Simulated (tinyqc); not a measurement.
## Capacitances against the relative permittivity between the lines

Endless row of lines of width wl, height tl and space sl between grounded planes at distance hd; e2 fills the gaps beside the lines, e1 the rest. Laplace's equation is solved on meshes of 3, 6 and 12 steps per unit u and extrapolated (Aitken), which is good to about 0.2 %. C_even (all lines at 1 V) is the capacitance Cg to the planes; C_odd (neighbours in antiphase) = Cg + 4 Cc if only nearest neighbours couple, which defines Cc; total with quiet neighbours Cg + 2 Cc. Plate values 2 eps0 e1 wl/hd and eps0 e2 tl/sl.

Inputs (values chosen for the exercise): relative permittivity above and below the lines e1 = 3.9; line width, in units u wl = 4 u; line height tl = 10 u; space between lines sl = 6 u; distance to each plane hd = 8 u.

Constants: eps0 = 8.8541878128e-12 F/m. Results are converted to the units shown.

The same in every row: plate Cg (aF/um) = 34.5.

Capacitances against the relative permittivity between the lines:

| e2 | Cg (aF/um) | Cc (aF/um) | Cg + 2 Cc (aF/um) | C_odd (aF/um) | plate Cc (aF/um) | share of coupling, 2 Cc/(Cg + 2 Cc) (%) |
|---|---|---|---|---|---|---|
| 1 | 75.3 | 27.0 | 129 | 183 | 14.8 | 41.7 |
| 1.5 | 76.7 | 34.3 | 145 | 214 | 22.1 | 47.2 |
| 2 | 77.7 | 41.7 | 161 | 244 | 29.5 | 51.8 |
| 2.5 | 78.5 | 49.0 | 177 | 275 | 36.9 | 55.5 |
| 3 | 79.2 | 56.4 | 192 | 305 | 44.3 | 58.7 |
| 3.9 | 80.1 | 69.6 | 219 | 359 | 57.6 | 63.5 |
| 5 | 81.0 | 85.8 | 253 | 424 | 73.8 | 67.9 |
| 7 | 82.1 | 115 | 313 | 543 | 103 | 73.7 |

As e2 goes from 1 to 7, Cg rises from 75.3 to 82.1 aF/um, Cc rises from 27.0 to 115 aF/um and the share of coupling rises from 41.7 to 73.7 %. Cg is 2.18 times its plate value in the first row and 2.38 times in the last; for Cc the ratios are 1.83 and 1.12. Neighbours in antiphase raise the load by a factor of 1.42 and 1.74 over quiet ones.

Program tinyqc, `OMP_NUM_THREADS=1 python tinyqc.py 2790182 2790183 out.jsonl`; Intel Xeon 2.30GHz, shared host, one thread, about 1 s.
